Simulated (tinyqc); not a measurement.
Three ways to the same curve: density of states of one tight-binding band on the simple cubic lattice.

E(k) = -2 t (c1 + c2 + c3) - 4 t2 (c1 c2 + c2 c3 + c3 c1) with ci = cos(2 pi ki); k in fractions of the reciprocal vectors, mesh k_i = j/N with j = 0 .. N-1. Densities are per cell and per spin, so the band holds one state.

Each cube of the mesh, corners numbered 0 to 7 as the binary number (i j l), is cut into six tetrahedra around the diagonal 0-7: 0137, 0157, 0237, 0267, 0457, 0467. For corner energies e1 <= e2 <= e3 <= e4 and eij = ei - ej, the share of the tetrahedron below E is n = (E - e1)^3/(e21 e31 e41) for e1 < E < e2; n = [e21^2 + 3 e21 x + 3 x^2 - (e31 + e42) x^3/(e32 e42)]/(e31 e41) with x = E - e2 for e2 < E < e3; n = 1 - (e4 - E)^3/(e41 e42 e43) for e3 < E < e4; its density of states is g = dn/dE.

Gaussian broadening: g(E) = mean over the mesh of exp(-(E - E_k)^2/(2 sigma^2))/(sigma sqrt(2 pi)), n(E) = mean of erfc((E_k - E)/(sigma sqrt 2))/2.

Parameters, chosen for this exercise:
- t = 1.85 eV (nearest hopping)
- t2 = -0.03 eV (second hopping)
- N2 = 12 (mesh points along each axis in this comparison)
- sigma = 0.37 eV (Gaussian width)

N = N2 here; the reference is the linear method with N = 36.

g(E) (1/eV):
```
E (eV)  reference  linear tetrahedra  Gaussian, sigma  Gaussian, sigma/4  reference n(E)
-8.721      0.018              0.018            0.020              0.009           0.023
-6.703      0.031              0.031            0.042              0.080           0.073
-4.685      0.052              0.052            0.050              0.029           0.154
-2.667      0.079              0.080            0.050              0.010           0.298
-0.648      0.078              0.079            0.061              0.094           0.456
1.370       0.077              0.078            0.089              0.115           0.611
3.388       0.078              0.078            0.097              0.023           0.767
5.406       0.040              0.039            0.053              0.011           0.876
7.424       0.025              0.025            0.028              0.021           0.941
9.443       0.015              0.015            0.013              0.013           0.981
```

How do the results move, and what explains it?

Root-mean-square errors against the reference: 0.0008 for linear tetrahedra, 0.0138 for sigma and 0.0365 for sigma/4. The narrow Gaussian is worse than the wide one, because it resolves the separate mesh levels. The reference is highest at -2.667 eV of the energies listed, and half filling lies between -0.648 and 1.370 eV.

(tinyqc, `OMP_NUM_THREADS=1 python tinyqc.py 1682792 1682793 out.jsonl`, Intel(R) Xeon(R) Processor @ 2.30GHz, 1 thread, shared host, about 0.2 s.)
